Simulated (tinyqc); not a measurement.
IGBT as a p-i-n diode in series with a MOS channel, on-state and switching loss: one step of the calculation.

High injection (n = p) in a drift layer from x = -W/2 (anode) to +W/2 (cathode side), recombination only in the layer with lifetime tau, ideal emitters. The channel feeds the cathode side and carries the whole current. Auger recombination, carrier-carrier scattering, emitter losses and the carrier dip under the p body are left out.

Task. Carrier profile. n(x) = (tau J/(2 q La))[cosh(x/La)/sinh y - B sinh(x/La)/cosh y]. x/La = (2 x/W) y.

Inputs (values chosen for the exercise); material values close to those of silicon: doping of the drift layer Nd = 1.5e14 cm^-3; high-injection lifetime tau = 0.45 us; current density J = 30 A/cm^2.

Constants: q = 1.602176634e-19 C. Results are converted to the units shown.

```
point,2 x/W
0,-1
1,-0.75
2,-0.5
3,-0.25
4,0
5,0.25
6,0.5
7,0.75
8,1
```

B = 0.48936170
La = 28.838591 um
y = 1.0402727

Find: n.

Result.

```
point,n (cm^-3)
0,2.4340e16
1,1.9445e16
2,1.5873e16
3,1.3380e16
4,1.1797e16
5,1.1017e16
6,1.0987e16
7,1.1703e16
8,1.3216e16
```

The density is 1.84 times higher at the anode than at the cathode side, since holes are the slower carriers; its smallest listed value is 73.2 times Nd.

tinyqc, about 0.01 s, one thread, Intel Xeon 2.30GHz (shared host): `OMP_NUM_THREADS=1 python tinyqc.py 2590044 2590045 out.jsonl`
